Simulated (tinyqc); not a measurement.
# Changing the starting thickness h0

Model: spin coating of a resist or spin-on film: centrifugal thinning, evaporation and the final thickness (Emslie and Meyerhofer models). Computed by tinyqc, a small Python program. Command: `OMP_NUM_THREADS=1 python tinyqc.py 3110459 3110460 out.jsonl spincoat sweep`. One thread of a shared host (Intel(R) Xeon(R) Processor @ 2.30GHz), about 0.3 s of CPU time with the checks.

A Newtonian film stays uniform over the wafer; solvent and solids have the same density and the concentration is uniform through the thickness.

Inputs (values chosen for the exercise, of the order of those of a polymer resist in an ester solvent):
```
quantity                                 value          unit
solids volume fraction c0                 0.29             -
kinematic viscosity of the solvent nu_s    1.8        mm^2/s
viscosity constant k                      1600        mm^2/s
viscosity exponent gamma                   2.6             -
spin speed f                              4000           rpm
evaporation rate at 1000 rpm e0           0.15  micrometre/s
time t                                    0.51             s
wafer radius R                              50            mm
shrinkage in the bake                      7.1             %
```

Method:
- omega = 2 pi f/60; nu(c) = nu_s + k c^gamma; evaporation rate e = e0 sqrt(f/1000 rpm).
- Flow constant K = 2 omega^2/(3 nu(c0)); Reynolds number of the air omega R^2/nu_air with nu_air = 15 mm^2/s.
- dh/dt = -K h^3 gives h = h0/sqrt(1 + 2 K h0^2 t); for long times h = 1/sqrt(2 K t).
- Full model for solids s and liquid l per area, h = s + l, c = s/h: ds/dt = -c Q, dl/dt = -(1 - c) Q - e, Q = 2 omega^2 h^3/(3 nu(c)); integrated adaptively (relative tolerance 1e-9) until l = 0.
- Dry film = s at l = 0, before the bake; film after the bake = s x (1 - shrinkage).

One run for each value:
```
starting thickness h0 (micrometre)  dry film (nm)  h(t) without evaporation (micrometre)  time to dry (s)
20                                           1943                                  15.23            18.04
39                                           1965                                  20.12            18.60
75                                           1968                                  22.41            18.75
140                                          1968                                  23.16            18.78
280                                          1968                                  23.41            18.79
540                                          1968                                  23.47            18.80
1000                                         1968                                  23.48            18.80
2000                                         1968                                  23.49            18.80
```

Over the rows, dry film (nm) rises from 1943 to 1968; h(t) without evaporation (micrometre) rises from 15.2 to 23.5 (exponent d ln y / d ln x 0.42 between the first rows and 3.0e-4 between the last); time to dry (s) rises from 18.0 to 18.8. The exponent of dry film stays between 0.00 and 0.02, near 0: the excess is flung off.

Extremes, crossings and ranges named in words are read from the listed rows.
